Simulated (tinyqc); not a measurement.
Inside a calculation. Method: RHF in the sto-6g basis, for BeH2, spin multiplicity 1. Computed by tinyqc, a small Python program that keeps every step (integrals from PySCF). Settings: charge = 0, multiplicity = 1, basis = sto-6g, energy threshold = 1e-10, iteration cap = 50, orthogonalisation = canonical, start = atomic densities, DIIS depth = 3, method = RHF. Command: `OMP_NUM_THREADS=1 python tinyqc.py 30575 30576 out.jsonl` (the two numbers bound the seeds that draw the settings). One thread of a shared host (Intel(R) Xeon(R) Processor @ 2.60GHz), about 0.1 s of CPU time with the checks.

Geometry (angstrom):

| atom | x | y | z |
|---|---|---|---|
| Be | 0.000000 | 0.000000 | 0.000000 |
| H | 0.000000 | 1.690000 | 0.145000 |
| H | 0.000000 | -1.690000 | 0.145000 |

Stop when the energy changes by less than 1e-10 hartree and every element of the error matrix X^T (F D S - S D F) X is below 3e-06.

Course of the cycle:

| iteration | E (hartree) | change | largest element of the error matrix |
|---|---|---|---|
| 1 | -15.38923286 | - | 2.24e-01 |
| 2 | -15.61007945 | -2.21e-01 | 1.53e-01 |
| 3 | -15.63206528 | -2.20e-02 | 2.48e-02 |
| 4 | -15.63333570 | -1.27e-03 | 1.04e-03 |
| 5 | -15.63333880 | -3.09e-06 | 1.96e-04 |
| 6 | -15.63333889 | -9.65e-08 | 1.63e-05 |
| 7 | -15.63333889 | -3.48e-10 | 4.78e-07 |
| 8 | -15.63333889 | -1.53e-13 | 1.60e-08 |

Can the last value be used, and what does the course show?

Yes. Converged in 8 iterations. PySCF RHF in the same basis = -15.63333889 hartree.
